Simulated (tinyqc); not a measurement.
Inside a calculation. Model: surface photovoltage measurement of the minority-carrier diffusion length in a wafer. Computed by tinyqc, a small Python program that keeps every step. Command: `OMP_NUM_THREADS=1 python tinyqc.py 3130191 3130192 out.jsonl spv walk`. One thread of a shared host (Intel(R) Xeon(R) Processor @ 2.30GHz), about 0.01 s of CPU time with the checks. Intermediate numbers are printed to about 6 digits and carried at full precision; extremes and crossings named in words are read from the listed rows.

Low injection, steady light, a depletion layer much thinner than 1/alpha and L. The excess density dn is taken at the front edge of the neutral region; light that reaches the back is lost.

Inputs (values chosen for the exercise, modelled on p-type silicon at room temperature): diffusion length L = 560 micrometre; wafer thickness W = 300 micrometre; diffusivity D = 28.4 cm^2/s; front recombination velocity S_f = 140 cm/s; back recombination velocity S_b = 8100 cm/s; photon flux entering = 5e+12 1/(cm^2 s); minority density at the surface barrier scale n_0 = 1.5e+08 1/cm^3; temperature T = 298 K; wavelength = 854 nm; relative noise of each reading = 0 %; diffusion length after pair splitting over L = 0.66; iron factor C = 1.04e+16 micrometre^2/cm^3.

Constants: k_B = 8.617333262e-05 eV/K.

## One wavelength

alpha = (84.732/lambda - 76.417)^2 per cm with lambda in micrometre (an empirical fit for silicon between 0.7 and 1.05 micrometre). Thick wafer: dn = Phi L/((S_f + D/L)(L + 1/alpha)). Finite wafer, with s = S_b L/D, w = W/L, a = alpha L: dn = [Phi a/(a^2 - 1)] [a - B - exp(-alpha W)(a - s)/(cosh w + s sinh w)]/(S_f + B D/L), B = (sinh w + s cosh w)/(cosh w + s sinh w). Photovoltage V = (k_B T/e) ln(1 + dn/n_0). Lifetime = L^2/D.

alpha = 519.876 1/cm

penetration depth 1/alpha = 19.2353 micrometre

dn, thick wafer = 7.46969e+09 1/cm^3

B = 1.86597

dn, finite wafer = 4.31281e+09 1/cm^3

photovoltage V = 87.1285 mV

lifetime = 110.423 microsecond

Caution: dn is not small against n_0, so V is not linear in the flux; the constant-flux reading then needs dn, not V.

## The linear plot

normal deviates g for the noise: [-0.18, 0.18, -0.66, -0.22, -0.52, -0.13, 0.78]

Readings y = (Phi/dn) (1 + noise x g) at 780, 830, 880, 920, 950, 975 and 995 nm; a least-squares line y = c (1/alpha + L_app) gives L_app = intercept/slope.

Readings:
```
lambda (nm)  1/alpha (micrometre)  y (cm/s)  line (cm/s)
780                         9.636   1122.02      1105.89
830                        15.176   1143.33      1133.87
880                        25.330   1184.02      1185.16
920                        40.658   1249.90      1262.58
950                        61.278   1347.75      1366.74
975                        90.917   1504.81      1516.45
995                       130.888   1737.19      1718.34
```

slope = 5.05111 cm/(s micrometre)

apparent length L_app = 209.304 micrometre

error of L_app (rounded to 0.001) = -62.624 %

Without noise the error would be -62.6 %, from the finite thickness at W/L = 0.5. S_f scales all readings alike and leaves L_app unchanged.

## Where the wafer is too thin

No noise; L is varied at fixed W, and the last two columns set S_b to 0 and to 1e7 cm/s.

Apparent length (micrometre):
```
L         W/L  given S_b  S_b = 0  S_b = 1e7
15    20.0000     15.000   15.000     15.000
30    10.0000     30.000   30.000     29.999
60     5.0000     59.859   60.124     59.704
90     3.3333     88.338   91.495     87.127
150    2.0000    134.085  163.544    127.751
240    1.2500    173.150  292.811    158.786
390    0.7692    199.011  510.881    177.596
630    0.4762    211.497  759.673    186.220
1200   0.2500    217.776  993.410    190.450
```

With a fast back surface L_app levels off, at 190 micrometre in the last row; with a passive one it reaches up to 1.31 times L among these rows and is 993 in the last. All three columns are within 5 % of L down to W/L = 3.3.

## Iron from two lengths

Splitting iron-boron pairs in boron-doped silicon shortens L; with nothing else changing, [Fe] = C (1/L_after^2 - 1/L^2). It is evaluated with the true lengths and with the apparent ones (without noise), which differ when the wafer is not thick against L.

L_after = 369.6 micrometre

[Fe] from the true lengths = 4.29691e+10 1/cm^3

[Fe] from the apparent lengths = 3.08274e+10 1/cm^3

bias, apparent over true less 1 (rounded to 0.001) = -28.257 %

Checks made by the program: dn against a finite-difference solution (relative difference 1e-06).
